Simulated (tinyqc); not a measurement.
Interface roughness in a thin film (subband fluctuation and scattering): one step. Threshold variation. Three cases, with inputs chosen for the exercise.

Problem. Averaged over an area A = Lg Wg much larger than Lc^2, the thickness varies by D sqrt(pi Lc^2/A), so sigma(Vt) = G D Lc sqrt(pi/A)/e; the Pelgrom coefficient is sigma sqrt(A) (1 micrometre = 1e4 angstrom).

Give: rms of the mean thickness; sigma(Vt); coefficient.

Case 1.

Values chosen (near those of a thin GaN channel; not measured data): D = 2.1 angstrom (rms height of the roughness); Lc = 44 angstrom (correlation length); Lg = 120 angstrom (gate length); Wg = 400 angstrom (gate width).

G = |dE1/dt| = 11.711664 meV/angstrom

Solution.

rms of the mean thickness = 0.748 angstrom
sigma(Vt) = 8.755 mV
coefficient = 0.192 mV micrometre

The electrostatic effect of the thickness is left out. Lc is not small against the gate, so the averaging formula overstates the variation.

Case 2.

Values chosen (near those of a thin InGaAs channel; not measured data): D = 3.5 angstrom (rms height of the roughness); Lc = 24 angstrom (correlation length); Lg = 150 angstrom (gate length); Wg = 1000 angstrom (gate width).

G = |dE1/dt| = 1.919078 meV/angstrom

Solution.

rms of the mean thickness = 0.384 angstrom
sigma(Vt) = 0.738 mV
coefficient = 0.0286 mV micrometre

The electrostatic effect of the thickness is left out.

Case 3.

Values chosen (near those of a thin Si channel on (100), two-fold valleys; not measured data): D = 3.4 angstrom (rms height of the roughness); Lc = 14 angstrom (correlation length); Lg = 120 angstrom (gate length); Wg = 250 angstrom (gate width).

G = |dE1/dt| = 1.559980 meV/angstrom

Solution.

rms of the mean thickness = 0.487 angstrom
sigma(Vt) = 0.760 mV
coefficient = 0.0132 mV micrometre

The electrostatic effect of the thickness is left out.

Computed by tinyqc, one run a case: `OMP_NUM_THREADS=1 python tinyqc.py N N+1 out.jsonl` with N = 1251082, 1251540, 1251560; one thread of a shared Intel(R) Xeon(R) Processor @ 2.30GHz, about 0.01 s a run at most.
